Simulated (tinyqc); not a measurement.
Mass and degeneracy from charge and saturation current.

Question. At high drain voltage only states moving towards the drain are filled: I = gv (2 q^2/h) Vt ln(1 + exp eta) and n = (N0/2) F_(-1/2)(eta), N0 = gv sqrt(2 m kB T/pi)/hbar, F_(-1/2)(x) = (1/sqrt(pi)) int_0^infinity u^(-1/2)/(1 + exp(u - x)) du. Find eta and m.

Values chosen for this exercise: temperature T = 250 K; valley degeneracy gv = 1.

Constants: q = 1.602176634e-19 C, kB = 1.380649e-23 J/K, hbar = 1.054571817e-34 J s, h = 6.62607015e-34 J s, m0 = 9.1093837015e-31 kg, Vt = kB T/q. Results are converted to the units shown.

n = 1.5159313e6 cm^-1
I = 10.552328 uA

Solution. In one dimension the current holds no mass, so it gives eta directly; n then gives m.

eta = 6.32
m = 0.0650 m0

tinyqc, about 0.03 s, one thread, Intel Xeon 2.30GHz (shared host): `OMP_NUM_THREADS=1 python tinyqc.py 2400023 2400024 out.jsonl`
